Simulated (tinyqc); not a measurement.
# Programming of a floating-gate cell by Fowler-Nordheim tunnelling: several studies

Per tunnel area the floating gate has Ctun = 3.9 eps0/tox to the channel (0 V) and Ccg to the control gate, Ct = Ctun/(1 - ag), no other coupling. With the threshold shift U = -Q/Ccg the field is F = ag (Vg - U)/tox, and dU/dt = J/Ccg. Fowler-Nordheim: J = A F^2 exp(-B/F), A = q^2/(16 pi^2 hbar mo phi) (times 1e14 for A/cm^2 with F in V/nm, emitter mass m0), B = (4/3) sqrt(mo/C) phi^1.5, C = hbar^2/(2 m0).

Parameters, values chosen for the exercise; oxide values close to those of silicon dioxide:
```
symbol,value,unit,meaning
phi,3.1,eV,tunnel barrier
mo,0.42,m0,tunnelling mass
tox,8.3,nm,tunnel oxide thickness
ag,0.67,,coupling ratio Ccg/Ct
Vt0,-2.3,V,threshold shift at the start
Vg,11.1,V,control-gate voltage
```

Constants: q = 1.602176634e-19 C, hbar = 1.054571817e-34 J s, m0 = 9.1093837015e-31 kg, eps0 = 8.8541878128e-14 F/cm where lengths are in cm, hbar^2/(2 m0) = 0.0380998212 eV nm^2. Results are converted to the units shown.

Each table varies one quantity; the others keep the values above.

## Effect of the coupling ratio

After 0.0006 s. Exact: exp(B/F(t)) = exp(B/F(0)) + K t, K = A B ag/(Ccg tox), and U = Vg - tox F/ag.

Effect of the coupling ratio:

| ag | F(0) (V/nm) | F (V/nm) | J (A/cm^2) | U (V) |
|---|---|---|---|---|
| 0.42 | 0.67807 | 0.67807 | 1.8198e-8 | -2.3000 |
| 0.47 | 0.75880 | 0.75870 | 1.0054e-6 | -2.2984 |
| 0.52 | 0.83952 | 0.83740 | 2.4428e-5 | -2.2662 |
| 0.57 | 0.92024 | 0.89927 | 2.0511e-4 | -1.9947 |
| 0.63 | 1.0171 | 0.92774 | 4.9788e-4 | -1.1226 |
| 0.68 | 1.0978 | 0.93599 | 6.3759e-4 | -0.32461 |
| 0.73 | 1.1786 | 0.94280 | 7.7949e-4 | 0.38048 |
| 0.78 | 1.2593 | 0.95054 | 9.7631e-4 | 0.98523 |

Read the table: what changes, and by how much?

The starting field rises from 0.678 to 1.26 V/nm and U rises from -2.30 to 0.985 V. Between the last two rows 0.01 of coupling is worth 121 mV. In 1 of the 8 rows the starting field exceeds 12 MV/cm, where the oxide would wear out or break down quickly.

## Programming by a staircase of pulses

Same model as above.

Pulse i = 1, 2, ... has the height 9.6 V + (i - 1) 0.4 V and lasts 22 us; each starts from the U that the last one left.

Result of one run:

| N | last pulse (V) | U (V) | gain of the last pulse (V) | F at its end (V/nm) |
|---|---|---|---|---|
| 3 | 10.40 | -2.064 | 0.1327 | 1.006 |

What becomes of these results when the number of pulses N is changed from 3 to 8, all else the same?

Result of the changed run:

| N | last pulse (V) | U (V) | gain of the last pulse (V) | F at its end (V/nm) |
|---|---|---|---|---|
| 8 | 12.40 | -0.4844 | 0.3839 | 1.040 |

The whole series:

| N | last pulse (V) | U (V) | gain of the last pulse (V) | F at its end (V/nm) |
|---|---|---|---|---|
| 1 | 9.600 | -2.267 | 0.03264 | 0.9580 |
| 2 | 10.00 | -2.197 | 0.07079 | 0.9845 |
| 3 | 10.40 | -2.064 | 0.1327 | 1.006 |
| 4 | 10.80 | -1.854 | 0.2101 | 1.021 |
| 6 | 11.60 | -1.235 | 0.3355 | 1.036 |
| 8 | 12.40 | -0.4844 | 0.3839 | 1.040 |
| 11 | 13.60 | 0.7026 | 0.3983 | 1.041 |
| 14 | 14.80 | 1.901 | 0.3998 | 1.041 |
| 18 | 16.40 | 3.501 | 0.4000 | 1.041 |

The gain of a pulse rises from 0.0326 to 0.400 V and settles at the step of 0.4 V: the field at the end of a pulse becomes steady, 1.04 V/nm, so U follows the gate one to one whatever it started from. It is within 5 % of the step from pulse 8 on among the rows. For N = 3, 4, 6, 8, 11, 14, 18 the field stays above 10 MV/cm, which wears the oxide.

## Threshold shift against time

Same model as above.

Threshold shift against time:

| t (s) | F (V/nm) | J (A/cm^2) | U (V) | dU/dlog10 t (V) |
|---|---|---|---|---|
| 5.2e-7 | 1.0803 | 0.026735 | -2.2833 | 0.037897 |
| 2.3e-6 | 1.0760 | 0.024239 | -2.2297 | 0.15197 |
| 9.9e-6 | 1.0612 | 0.017242 | -2.0465 | 0.46532 |
| 4.3e-5 | 1.0263 | 0.0074308 | -1.6138 | 0.87101 |
| 0.00019 | 0.97565 | 0.0019782 | -0.98638 | 1.0246 |
| 0.00083 | 0.92331 | 4.3516e-4 | -0.33798 | 0.98458 |
| 0.0036 | 0.87482 | 9.1596e-5 | 0.26268 | 0.89888 |
| 0.016 | 0.83011 | 1.8630e-5 | 0.81658 | 0.81254 |
| 0.069 | 0.79044 | 3.9204e-6 | 1.3079 | 0.73739 |
| 0.3 | 0.75419 | 8.2104e-7 | 1.7571 | 0.67144 |
| 1.3 | 0.72118 | 1.7326e-7 | 2.1660 | 0.61398 |

What does the comparison show?

U rises from -2.28 to 2.17 V, while J falls by 5.19 decades, at the end as t^(-1.06). Well past t0 = 1.84e-5 s the stored charge chokes the field and U gains only 0.614 V a decade.

Range of the model: Programming fields of 10 MV/cm and more wear the oxide; trapping and the channel potential are ignored.

tinyqc, about 0.02 s, one thread, Intel Xeon 2.30GHz (shared host): `OMP_NUM_THREADS=1 python tinyqc.py 2130144 2130145 out.jsonl`
